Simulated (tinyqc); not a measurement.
# Band bending at a free surface with one surface level, surface photovoltage and Kelvin probe: photovoltage against injection

n-type bulk, xi = Ec - EF = Vt ln(Nc/Nd), p0 = ni^2/Nd, ni = sqrt(Nc Nv) exp(-Eg/(2 Vt)), Eg in volts. b is the upward band bending, u = b/Vt. Space charge per area, in units of q: Qc = sign(b) sqrt((2 eps0 eps_r Vt/q) [(Nd + dn)(exp(-u) - 1) + Nd u + (p0 + dn)(exp(u) - 1)]), with dn the excess density under light (flat quasi-Fermi levels; 0 in the dark). The level holds -Ns f, f = 1/(1 + exp((xi + b - Es)/Vt)). Neutrality: Qc + Qf + (charge of the states) = 0.

Under chopped light the surface charge keeps its dark value, so b falls to bL with Qc(bL, dn) = Qc(b, 0); the photovoltage is b - bL.

Parameters, values chosen for the exercise; band and dielectric values close to those of gallium arsenide: temperature T = 300 K; band gap Eg = 1.42 eV; relative permittivity eps_r = 12.9; conduction-band density of states at T Nc = 4.37e17 cm^-3; valence-band density of states at T Nv = 9.05e18 cm^-3; donor density Nd = 1.1e15 cm^-3; fixed positive charge at the surface Qf = 2.2e10 cm^-2; density of an acceptor-like surface level Ns = 2.4e11 cm^-2; its depth below the conduction edge Es = 0.39 eV.

Constants: q = 1.602176634e-19 C, kB = 1.380649e-23 J/K, Vt = kB T/q, eps0 = 8.8541878128e-14 F/cm where lengths are in cm. Results are converted to the units shown.

Result of one run:
```
dn (cm^-3)   bL (V)  photovoltage (mV)  share of b removed (%)
1e9         0.25202            0.40263                 0.15950
```

What becomes of these results when the excess carrier density under light dn is changed from 1e9 to 1e10 cm^-3, all else the same?

Result of the changed run:
```
dn (cm^-3)   bL (V)  photovoltage (mV)  share of b removed (%)
1e10        0.24886             3.5629                  1.4115
```

The whole series:
```
dn (cm^-3)    bL (V)  photovoltage (mV)  share of b removed (%)
1e6          0.25243          4.0894e-4               1.6200e-4
1e7          0.25242          0.0040888               0.0016198
1e8          0.25239           0.040830                0.016175
1e9          0.25202            0.40263                 0.15950
1e10         0.24886             3.5629                  1.4115
1e11         0.23308             19.347                  7.6643
9.9e11       0.19973             52.696                  20.876
9.8e12       0.15614             96.287                  38.144
9.8e13       0.10777             144.66                  57.308
9.7e14      0.060108             192.32                  76.188
9.6e15      0.024482             227.95                  90.301
```

The photovoltage rises from 4.09e-4 to 228 mV, towards the full b = 252 mV. Its steepest rise is 48.4 mV a decade (Vt ln 10 = 59.5 mV), and it reaches 90.3 % of b in the last row: even strong light does not flatten the bands fully, so a saturation reading understates b. For dn = 9.6e15 the injection is high, and a Dember voltage, left out here, adds to the signal.

Numbers from tinyqc (`OMP_NUM_THREADS=1 python tinyqc.py 2430131 2430132 out.jsonl`; about 0.01 s on one thread of a shared Intel Xeon 2.30GHz).
